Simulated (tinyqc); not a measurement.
Penn model of the dielectric constant and Phillips ionicity: one step. Penn gap from the dielectric constant. Five cases, with inputs chosen for the exercise.

Problem. Start with S = 1 and repeat Eg = Ep sqrt(S/(ei - 1)) until Eg changes by less than 1e-6 eV.

n = 32/a^3; Ep^2 = 8 pi c e2 n with c = hbar^2/2m0, e2 = e^2/(4 pi eps0); EF = c (3 pi^2 n)^(2/3); eps = 1 + (Ep/Eg)^2 S with S = 1 - Eg/(4 EF) + (Eg/(4 EF))^2/3, Eg the Penn gap. Core d shells are left out.

Case 1.

Values chosen (out of a larger set: near those of InAs; not measured data): ei = 12.61 (high-frequency dielectric constant).

Ep = 14.08067 eV
EF = 10.00825 eV

Case 2.

Values chosen (out of a larger set: near those of AlN; not measured data): ei = 4.9 (high-frequency dielectric constant).

Ep = 23.04913 eV
EF = 19.30782 eV

Case 3.

Values chosen (out of a larger set: near those of GaAs; not measured data): ei = 11.14 (high-frequency dielectric constant).

Ep = 15.52527 eV
EF = 11.40021 eV

Case 4.

Values chosen (out of a larger set: near those of InP; not measured data): ei = 9.47 (high-frequency dielectric constant).

Ep = 14.82661 eV
EF = 10.72136 eV

Case 5.

Values chosen (out of a larger set: near those of CdTe; not measured data): ei = 7.21 (high-frequency dielectric constant).

Ep = 12.65789 eV
EF = 8.68311 eV

Give: Iterations; Penn gap Eg.

Solution.

Case 1.

Iterations:
```
step  Eg in (eV)       S  Eg out (eV)
1         4.1324  0.9003       3.9211
2         3.9211  0.9053       3.9318
3         3.9318  0.9050       3.9313
4         3.9313  0.9050       3.9313
5         3.9313  0.9050       3.9313
6         3.9313  0.9050       3.9313
```

Penn gap Eg = 3.931 eV

The factor S lowers the gap by 0.201 eV from the first estimate. The Penn gap is a mean bonding-antibonding separation, near the main peak of eps2, not the smallest gap.

Case 2.

Iterations:
```
step  Eg in (eV)       S  Eg out (eV)
1        11.6714  0.8565      10.8015
2        10.8015  0.8667      10.8654
3        10.8654  0.8659      10.8607
4        10.8607  0.8660      10.8611
5        10.8611  0.8660      10.8610
6        10.8610  0.8660      10.8610
7        10.8610  0.8660      10.8610
```

Penn gap Eg = 10.861 eV

The factor S lowers the gap by 0.810 eV from the first estimate. The Penn gap is a mean bonding-antibonding separation, near the main peak of eps2, not the smallest gap.

Case 3.

Iterations:
```
step  Eg in (eV)       S  Eg out (eV)
1         4.8755  0.8969       4.6173
2         4.6173  0.9022       4.6309
3         4.6309  0.9019       4.6302
4         4.6302  0.9019       4.6302
5         4.6302  0.9019       4.6302
6         4.6302  0.9019       4.6302
```

Penn gap Eg = 4.630 eV

The factor S lowers the gap by 0.245 eV from the first estimate. The Penn gap is a mean bonding-antibonding separation, near the main peak of eps2, not the smallest gap.

Case 4.

Iterations:
```
step  Eg in (eV)       S  Eg out (eV)
1         5.0945  0.8859       4.7951
2         4.7951  0.8924       4.8125
3         4.8125  0.8920       4.8115
4         4.8115  0.8920       4.8115
5         4.8115  0.8920       4.8115
6         4.8115  0.8920       4.8115
```

Penn gap Eg = 4.812 eV

The factor S lowers the gap by 0.283 eV from the first estimate. The Penn gap is a mean bonding-antibonding separation, near the main peak of eps2, not the smallest gap.

Case 5.

Iterations:
```
step  Eg in (eV)       S  Eg out (eV)
1         5.0794  0.8609       4.7129
2         4.7129  0.8704       4.7390
3         4.7390  0.8698       4.7371
4         4.7371  0.8698       4.7373
5         4.7373  0.8698       4.7373
6         4.7373  0.8698       4.7373
```

Penn gap Eg = 4.737 eV

The factor S lowers the gap by 0.342 eV from the first estimate. The Penn gap is a mean bonding-antibonding separation, near the main peak of eps2, not the smallest gap.

Computed by tinyqc, one run a case: `OMP_NUM_THREADS=1 python tinyqc.py N N+1 out.jsonl` with N = 1680061, 1680221, 1680385, 1680418, 1680499; one thread of a shared Intel(R) Xeon(R) Processor @ 2.30GHz, about 0.01 s a run at most.
